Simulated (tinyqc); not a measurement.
Six-band hole subbands of a thin body in a field: sweeps and comparisons. A value that a table varies takes the place of the one given here.

Basis X, Y, Z times spin, hole energies counted downwards from the unstrained edge (the hydrostatic shift is left out), c = hbar^2/2m0. For a symmetric tensor T let C(T) have C_XX = L Txx + M (Tyy + Tzz), C_XY = N Txy (cyclic), L = c (g1 + 4 g2), M = c (g1 - 2 g2), N = 6 c g3. k = q + kz n, n the unit normal, q = k1 u + k2 v with u along the channel [1-10] and v = n x u. H = C(k k^T) + (Dso/3)(1 - L.sigma) - B + e F z with (L_k)_ij = -i epsilon_kij; B is the block C built from the traceless strain with 2b, -b and sqrt(3) d in place of L, M, N. Strain: exx = eyy = (s11 + s12) sx/2, ezz = s12 sx, exy = -s44 sx/4. Hard walls at z = 0 and t; basis sin(j pi z/t), j = 1 to Nz: kz^2 = (j pi/t)^2, kz = -i D with D_jl = 4 j l/(t (j^2 - l^2)), z_jj = t/2 and z_jl = -8 t j l/(pi (j^2 - l^2))^2 for j + l odd; 1 MV/cm = 0.01 eV/angstrom.

Nz = 14. E1 is the top subband at q = 0, gap the distance to the next pair, and the masses are c q^2/(E(q) - E1) at |q| = 0.02 1/angstrom (mean of the spin pair) along the channel [1-10] and across it in the plane; a dash marks a band that does not rise.

Constants: hbar^2/2m0 = 3.80998211 eV angstrom^2.

Inputs chosen for the exercise (near those of a p-type Si channel; not measured data): g1 = 4.28 (Luttinger gamma1); g2 = 0.34 (gamma2); g3 = 1.45 (gamma3); Dso = 0.043 eV (spin-orbit splitting); b = -2.11 eV (tetragonal potential); d = -4.72 eV (trigonal potential); S = (7.63, -2.11, 12.43) 1/TPa (compliances s11, s12, s44); face = 110 (surface); t = 35 angstrom (body thickness); F = 0.5 MV/cm (field across the body); sx = -1.5 GPa (stress along the channel [1-10], negative in compression).

## Stress along the channel

Each row has its own sx.

Results:
```
sx (GPa)  E1 (meV)  gap (meV)  m channel  m across
-3.0         -24.5       52.0      0.114     0.278
-2.0          11.0       52.1      0.114     0.278
-1.0          46.5       52.1      0.114     0.278
-0.5          64.2       52.1      0.114     0.278
0.0           81.8       52.0      0.115     0.278
0.5           99.3       51.9      0.115     0.278
1.0          116.7       50.9      0.116     0.278
```

Under 2 GPa of compression the channel mass goes from 0.115 to 0.114 m0, the mass across at 0.278; the gap to the next subband is 52, 52 and 51 meV at -2, 0 and +1 GPa. The lightest channel mass of the table, 0.114 m0, is at -3.0, -2.0, -1.0 and -0.5 GPa. Compression changes the channel mass little here, since confinement on this face has already singled out the orbital that the stress favours.

## Surface orientation and number of bands

Three faces, six bands; and four bands, with Dso set to 1000 eV.

Results:
```
case           E1 (meV)  gap (meV)  m channel  m across
(001) 6 bands     152.3       78.6      0.165     2.458
(001) 4 bands     173.5       85.6      0.214     0.481
(110) 6 bands      28.7       52.1      0.114     0.278
(110) 4 bands     113.6      169.4      0.148     0.288
(111) 6 bands      80.3       85.9      0.138     1.098
(111) 4 bands     107.0      138.4      0.173     0.201
```

With six bands the top subband is shallowest on (110) (28.7 meV) and deepest on (001). Without the stress E1 would be 195.0, 81.8 and 122.3 meV, so the stress moves it by -42.7, -53.0 and -42.0 meV. The lightest channel mass is on (110) (0.114 m0). Dropping the split-off band moves E1 by 21.2, 84.9 and 26.7 meV and the gap by 7.0, 117.3 and 52.5 meV on the three faces, with Dso = 43 meV.

## What each parameter does

Six bands. Each row changes one parameter from the base and keeps the others.

Results:
```
case             E1 (meV)  gap (meV)  m channel (m0)  m across (m0)
base                 28.7       52.1           0.114          0.278
t = 45 angstrom      28.7       51.7           0.114          0.278
F = 0.8 MV/cm        54.3       70.7           0.114          0.278
sx = -2 GPa          11.0       52.1           0.114          0.278
g3 = 1.35            48.0       72.6           0.118          0.278
g2 = 0.39            32.7       55.5           0.114          0.286
Dso = 0.065 eV       34.7       52.3           0.114          0.278
d = -3.78 eV         36.3       52.1           0.114          0.278
```

The largest shifts from the base row, up to three for each result and ties (the steps differ in size, so this ranks the rows, not the parameters). E1 (meV): F +25.6, g3 +19.3, sx -17.7; unchanged at the printed digits by t. gap (meV): g3 +20.5, F +18.6, g2 +3.4; unchanged at the printed digits by sx and d. m channel (m0): g3 +0.004; unchanged at the printed digits by t, F, sx, g2, Dso and d. m across (m0): g2 +0.008; unchanged at the printed digits by t, F, sx, g3, Dso and d.

Computed by tinyqc, a small Python program: `OMP_NUM_THREADS=1 python tinyqc.py 1280047 1280048 out.jsonl` (the numbers bound the seed that draws the inputs); one thread of a shared host (Intel(R) Xeon(R) Processor @ 2.30GHz), about 0.3 s for the whole set of steps.
